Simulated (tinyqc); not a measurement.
Comparisons within one model: delta-doped layer in the Thomas-Fermi potential. A value that a table varies takes the place of the one given here.

All donors ionised in the plane z = 0, zero temperature, energies from the Fermi level EF of the Thomas-Fermi model, which lies at the bulk band edge; c = hbar^2/2m0, q = e^2/(4 pi eps0). Layer in a (001) plane: two valleys with m_z = ml, m_d = mt (unprimed) and four with m_z = mt, m_d = sqrt(ml mt) (primed); m3 = (ml mt^2)^(1/3), gv = 6. With n = (gv/3 pi^2)(m3 (-V)/c)^(3/2) and V'' = -(4 pi q/eps) n for z > 0, the solution is V = -b/(|z| + z0)^4 with sqrt(b) = 20/K, K = (4 pi q/eps)(gv/3 pi^2)(m3/c)^(3/2), and z0^5 = 4b/(e F0), e F0 = 2 pi q N/eps; 1e13/cm^2 = 1e-3/angstrom^2. Exchange and correlation are left out.

Subbands solve -(c/m_z) psi'' + V psi = E psi on 1280 points of spacing z0/80; up to ten levels for each group, kept if bound with an rms width below 2.5 z0.

Constants: hbar^2/2m0 = 3.80998211 eV angstrom^2; e^2/(4 pi eps0) = 14.39964547 eV angstrom.

Parameters, chosen for this exercise (near those of a delta-doped layer in Si; the results hold for these values, not for the real material):
- ml = 0.904 m0 (longitudinal mass)
- mt = 0.193 m0 (transverse mass)
- eps = 12 (dielectric constant)
- Nl = (0.24, 0.48, 0.96, 1.7, 2.9, 4.8, 7.7) x 1e13/cm^2 (sheet densities)
- N = 2.4 x 1e13/cm^2 (donor sheet density)

## Doping density

The well, the lowest level and the filling anew; at zero temperature n_i = g m_d (mu - E_i)/(2 pi c), with mu fixed by sum n_i = N.

Results:
```
N (1e13/cm^2)  z0 (angstrom)  depth (eV)  lowest (eV)  next - lowest (eV)  occupied  share of lowest (%)
0.24                    43.5      0.0197      -0.0055              0.0031         2                 35.6
0.48                    37.9      0.0343      -0.0107              0.0057         2                 34.3
0.96                    33.0      0.0596      -0.0206              0.0104         2                 33.0
1.7                     29.4      0.0942      -0.0352              0.0170         2                 31.8
2.9                     26.4      0.1444      -0.0578              0.0266         3                 30.6
4.8                     23.9      0.2161      -0.0918              0.0403         3                 29.4
7.7                     21.7      0.3154      -0.1413              0.0593         3                 28.3
```

What can be read from the table?

The depth grows as N^(4/5) and z0 shrinks as N^(-1/5): factors 16.0 and 2.00 for 32 times the doping. The lowest level deepens faster, with exponent 0.94, since the zero-point energy takes a smaller share of a deeper well (72 % falling to 55 %). The number of occupied subbands is 2 in the first row and 3 in the last. Up to N = 0.96 the donor spacing exceeds 1.5 Bohr radii (one radius, a0 eps/m with the density-of-states mass, is 20 angstrom), where a uniform sheet is a crude picture of discrete donors (beyond about three radii electrons stay on single donors).

## What each parameter does

z0, depth, lowest level and its rms width. Each row changes one parameter from the base and keeps the others.

Results:
```
case                  z0 (angstrom)  depth (eV)  lowest (eV)  rms z (angstrom)
base                          27.44      0.1241      -0.0485              8.85
N = 3.84 x 1e13/cm^2          24.98      0.1808      -0.0748              7.31
eps = 10.8                    25.76      0.1295      -0.0492              8.68
ml = 1.04 m0                  26.68      0.1207      -0.0480              8.36
mt = 0.164 m0                 29.29      0.1325      -0.0549              8.54
```

What can be read from the table?

The largest shifts from the base row, up to three for each result and ties (the steps differ in size, so this ranks the rows, not the parameters). z0 (angstrom): N -2.46, mt +1.85, eps -1.68. depth (eV): N +0.0567, mt +0.0084, eps +0.0053. lowest (eV): N -0.0263, mt -0.0065, eps -0.0007. rms z (angstrom): N -1.54, ml -0.49, mt -0.31.

Computed by tinyqc, a small Python program: `OMP_NUM_THREADS=1 python tinyqc.py 1280298 1280299 out.jsonl` (the numbers bound the seed that draws the inputs); one thread of a shared host (Intel(R) Xeon(R) Processor @ 2.30GHz), about 0.1 s for the whole set of steps.
